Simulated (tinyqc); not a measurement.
Series resistance and length offset from two lengths at two overdrives.

Problem. In strong inversion R W = Rsd + k(x)(L - dL), k(x) = (1 + th1 x)/(mu0 Cox x), x the overdrive, Cox = eps0 eox/tox, with Rsd and dL independent of x. Find dL, Rsd, mu0 and th1.

Parameters, values chosen for the exercise:
- eox = 7.65 (relative permittivity of the gate insulator (close to silicon nitride))
- tox = 3.5 nm (insulator thickness)

Constants: eps0 = 8.8541878128e-14 F/cm where lengths are in cm. Results are converted to the units shown.

total resistance times width (ohm um):
```
                  L = 0.089 um  L = 0.52 um
overdrive 0.48 V    646.516236   3555.85595
overdrive 0.96 V    446.593607   2251.23264
```

Answer. At each overdrive R W is a straight line in L; the two lines cross at L = dL, R W = Rsd. Their slopes give k x = (1 + th1 x)/(mu0 Cox), a straight line in x.

dL = 0.01100 um
Rsd = 120.0 ohm um
mu0 = 210.0 cm^2/(V s)
th1 = 0.6600 1/V

Numbers from tinyqc (`OMP_NUM_THREADS=1 python tinyqc.py 2210169 2210170 out.jsonl`; about 0.01 s on one thread of a shared Intel Xeon 2.30GHz).
